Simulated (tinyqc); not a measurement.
Hubbard ring of 5 sites, step by step. One step of it, computed by the program tinyqc.

Task: Mean-field iteration 2. H(up) = T + U n(down), H(down) = T + U n(up); fill the lowest levels; n(new) = n + mixing (n(out) - n); E = tr T (rho up + rho down) + U sum n_up n_down of the output.

one-body matrix (hopping and site energies) (eV), lower triangle:
```
           1          2          3          4         5
1   0.000000
2  -1.850000   0.000000
3   0.000000  -1.850000   0.000000
4   0.000000   0.000000  -1.850000   0.000000
5  -1.850000   0.000000   0.000000  -1.850000  0.000000
```

U = 8.700000 eV

electrons, up and down: 2  2

mixing = 1

n(up) after iteration 1: 1 0.480304, 2 0.084048, 3 0.871297, 4 0.084048, 5 0.480304

n(down) after iteration 1: 1 0.081141, 2 0.862512, 3 0.112695, 4 0.862512, 5 0.081141

Give: levels, up; levels, down; energy; n(up) after iteration 2; n(down) after iteration 2.

Result:

levels, up (eV): -1.6642  0.2712  1.9407  8.1191  8.7333

levels, down (eV): -1.0679  0.1491  3.1826  6.6107  8.5255

energy = -5.0963 eV

n(up) after iteration 2: 1 0.4847, 2 0.0648, 3 0.9009, 4 0.0648, 5 0.4847

n(down) after iteration 2: 1 0.1519, 2 0.8151, 3 0.0659, 4 0.8151, 5 0.1519
